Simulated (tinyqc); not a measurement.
# Square on-chip spiral inductor, lumped pi model: two studies

Outer diameter do = di + 2 n wd + 2 (n - 1) sp, mean da = (do + di)/2, fill p = (do - di)/(do + di), length l = 4 n da. L = 2.34 mu0 n^2 da/(1 + 2.75 p), mu0 = 4 pi 1e-7 H/m. Rs = rho l/(wd delta (1 - exp(-th/delta))), delta = sqrt(rho/(pi f mu0)). Cs = n wd^2 eps0 eo/hu across the coil. At each end Cox = l wd eps0 eo/(2 ho) leads to the substrate branch Rsi = 2 rs he/(l wd) in parallel with Csi = l wd eps0 11.7/(2 he). With one end grounded Y = 1/(Rs + i w L) + i w Cs + 1/[1/(i w Cox) + 1/(1/Rsi + i w Csi)], w = 2 pi f; Q = -Im Y/Re Y. Eddy currents in neighbouring turns and in the substrate are left out.

Parameters, values chosen for the exercise; values of the order met in silicon radio-frequency processes: number of turns n = 1.5; line width wd = 4 um; space between turns sp = 1.5 um; inner diameter di = 60 um; metal thickness th = 4 um; metal resistivity rho = 1.9 uohm cm; oxide below the coil ho = 5.6 um; oxide between coil and underpass hu = 1.2 um; relative permittivity of the oxide eo = 4.1; substrate resistivity rs = 1000 ohm cm; effective spreading depth in the substrate he = 80 um; frequency f = 3.8 GHz.

Constants: eps0 = 8.8541878128e-12 F/m. Results are converted to the units shown.

Each table varies one quantity; the others keep the values above.

## Quality factor against frequency

Apparent inductance Im(1/Y)/w; share of the loss Re(substrate branch)/Re Y.

Quality factor against frequency:
```
f (GHz)  Rs (ohm)  w L/Rs       Q  apparent inductance (nH)  loss in the substrate (%)
3.6        1.6987  4.6010  4.5995                   0.34563                  0.0026194
5.8        2.1146  5.9550  5.9502                   0.34578                  0.0053628
9.6        2.6963  7.7301  7.7135                   0.34622                   0.011393
16         3.4710  10.008  9.9493                   0.34745                   0.024418
26         4.4221  12.765  12.570                   0.35065                   0.050405
42         5.6199  16.226  15.586                   0.35923                    0.10320
68         7.1508  20.646  18.530                   0.38396                    0.21207
110        9.0949  26.259  19.271                   0.46822                    0.43495
180        11.634  33.590  9.8651                    1.1551                    0.90564
```

Read the table: what changes, and by how much?

Q goes from 4.60 through a maximum of 19.3 (at f = 110 GHz among the rows listed) to 9.87; the exact peak is 19.5 at 95.6 GHz and Q reaches zero at the self-resonance, 215 GHz. The share of the substrate rises from 0.00262 to 0.906 %, and the apparent inductance ends at 3.34 times L. At the peak the substrate takes 0.353 % of the loss. For f = 68, 110, 180 the coil is longer than 0.15 of a wavelength in the oxide, where one lumped section is rough.

## Effect of the number of turns

Same model as above.

Peak Q and its frequency from a search over f; self-resonance where Im Y = 0; Q at the given f (negative beyond resonance).

Effect of the number of turns:
```
n    L (nH)  do (um)  peak Q  f of the peak (GHz)  self-resonance (GHz)  Q at f
1.5  0.3455    73.50   19.55                95.55                 214.6   4.739
2.5  0.9056    84.50   19.35                44.50                 100.5   6.876
3.5   1.721    95.50   18.81                26.56                 60.32   8.645
4.5   2.804    106.5   18.20                17.87                 40.84   10.17
5.5   4.175    117.5   17.60                12.92                 29.69   11.51
6.5   5.857    128.5   17.01                9.794                 22.63   12.66
8.5   10.25    150.5   15.88                6.194                 14.44   14.30
```

As n goes from 1.5 to 8.5, L rises from 0.346 to 10.2 nH, the peak Q falls from 19.5 to 15.9, its frequency falls from 95.6 to 6.19 GHz and the self-resonance falls from 215 to 14.4 GHz.

Computed by the program tinyqc: `OMP_NUM_THREADS=1 python tinyqc.py 2302168 2302169 out.jsonl`, one thread of a shared Intel Xeon 2.30GHz, about 0.01 s for the whole run.
